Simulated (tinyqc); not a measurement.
What moves the moment: Stoner model of a band ferromagnet.

Density of states per atom and spin: flat with a rise to the top, D(e) = (M/W) [1 - sp + 4 sp (e/W + 1/2)^3]. Levels e -/+ I m/2 for up and down spin, m = n_up - n_down, n_up + n_down = nd. At zero temperature e(N) is the energy below which N states lie, and E(m) = sum over spins of integral e D de - I m^2/4.

Inputs chosen for the exercise: W = 4.3 eV (band width, e from -W/2 to W/2); M = 5 (states per atom and spin); nd = 9.28 (electrons per atom); sp = 0.47 (shape parameter); I = 0.45 eV (Stoner parameter).

Lowest state for each case.

Results for these values:
```
case  I D(EF)  m (muB)  E - E(0) (meV)
base    1.172    0.720            -8.5
```

What happens to each result for sp = 0.57, all else kept?

Answer: I D(EF) rises from 1.172 to 1.322; m does not change at the printed digits; E - E(0) falls from -8.5 to -14.2.

The same for each parameter in turn:
```
case          I D(EF)  m (muB)  E - E(0) (meV)
base            1.172    0.720            -8.5
W = 3.956 eV    1.274    0.720           -12.5
I = 0.486 eV    1.266    0.720           -13.2
nd = 8.98       1.135    1.020           -13.7
sp = 0.57       1.322    0.720           -14.2
```

Program tinyqc; command `OMP_NUM_THREADS=1 python tinyqc.py 1680872 1680873 out.jsonl`; about 0.4 s on one thread of a shared Intel(R) Xeon(R) Processor @ 2.30GHz.
